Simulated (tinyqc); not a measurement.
Worked calculation: quasiparticle equation with a plasmon-pole self-energy for two band edges. Values are carried at full precision from step to step, so a last printed digit may differ when a step is redone from the rounded ones.

For each edge E = e + X + Sc(E), with the correlation part Sc(E) = A[0]/(E - a + w) + A[1]/(E - b - w); a and b are the valence and conduction energies that enter the Green function (a = ev, b = ec in the one-shot scheme). Z = 1/(1 - dSc/dE), dSc/dE = -A[0]/(E - a + w)^2 - A[1]/(E - b - w)^2.

Inputs chosen for the exercise (scales of the order of those of SiO2; the results hold for these values, not for the real material): ev = 0 eV (mean-field valence top); ec = 5.54 eV (mean-field conduction edge); w = 18.5 eV (pole energy); Av = (59.1, 29.1) eV^2 (weights of the valence state on the hole and electron poles); Ac = (26.4, 65.5) eV^2 (the same for the conduction state); Xv = -4.49 eV (exchange minus the mean-field potential, valence); Xc = 4.18 eV (the same, conduction).

## Linearised one-shot correction

Evaluate Sc and its slope at the mean-field energy; E = e + Z (X + Sc).

Terms:
```
edge        Sc (eV)   dSc/dE       Z  X + Sc (eV)   E (eV)
valence      1.9841  -0.2230  0.8176      -2.5059  -2.0489
conduction  -2.4424  -0.2371  0.8084       1.7376   6.9446
```

gap = 8.9936 eV
gap with Z = 1 = 9.7835 eV

The gap opens by 3.454 eV, 59 % of it by lowering the valence top. Setting Z = 1 would overshoot by 0.790 eV.

## Solving the equation for the conduction edge

Newton steps on f(E) = E - ec - Xc - Sc(E) from E = ec; the first step is the linearised result.

Iterates:
```
step   E (eV)   Sc (eV)     f (eV)
0     5.54000  -2.44237  -1.737629
1     6.94464  -2.79390   0.018546
2     6.92998  -2.79002   0.000002
3     6.92998  -2.79002   0.000000
```

The linearisation errs by +14.7 meV, as the shift is only 0.075 of the pole energy.

## All solutions for the valence state

Multiplying out gives a cubic; give its three roots and their weights Z.

roots (eV): -22.001  -2.020  25.072

weights: 0.1714  0.7934  0.0352

The weights add up to 1. The satellite below lies 19.98 eV from the main peak, 8 % more than w: this scheme places plasmon satellites too far out, and gives one where a cumulant form gives a series.

## Updating the energies in the Green function

Solve both equations exactly, put the results in place of a and b, and repeat five times; w is kept.

Cycles (eV):
```
cycle       Ev      Ec     gap
1      -2.0204  6.9300  8.9504
2      -2.2965  7.1020  9.3985
3      -2.3312  7.1214  9.4526
4      -2.3355  7.1234  9.4590
5      -2.3361  7.1237  9.4598
```

The update moves the gap by +509 meV from the one-shot value; each cycle shrinks the change to about 0.12 of the one before.

## Checks

- Sum of the weights of the three roots: both 1.000000.
- Newton result against the root by bisection (eV): both 6.92998.

Computed by tinyqc, a small Python program: `OMP_NUM_THREADS=1 python tinyqc.py 1851059 1851060 out.jsonl` (the numbers bound the seed that draws the inputs); one thread of a shared host (Intel(R) Xeon(R) Processor @ 2.30GHz), about 0.03 s for the whole set of steps.
